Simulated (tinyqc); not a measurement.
How errors in the targets pass to the parameters: fitting sp3s* parameters to three gaps by Newton steps.

J:
```
,Esa,Vxapc,Vscpa
Gamma,0.31736,0.00000,0.00000
X,0.09563,-0.86943,0.00000
L,0.15611,-0.29333,0.25157
```

The gaps at Gamma, X and L of an sp3s* model are fitted with Esa, Vxapc and Vscpa; J holds the derivatives of the gaps by these parameters at the start. The change of each parameter for +10 meV on one target is 10 J^-1, in meV.

Shifts (meV):
```
target raised,Esa,Vxapc,Vscpa
Gamma,31.5,3.5,-15.5
X,0.0,-11.5,-13.4
L,0.0,0.0,39.8
```

root sum of squares (meV): Esa 31.5, Vxapc 12.0, Vscpa 44.7

What can be read from this table?

Independent errors of 10 meV leave Vscpa least certain (45 meV) and Vxapc best fixed (12.0 meV). The largest single entry, 40 meV, comes from the target at L.

Computed by tinyqc, a small Python program: `OMP_NUM_THREADS=1 python tinyqc.py 1450899 1450900 out.jsonl` (the numbers bound the seed that draws the inputs); one thread of a shared host (Intel(R) Xeon(R) Processor @ 2.30GHz), about 0.2 s for the whole set of steps.
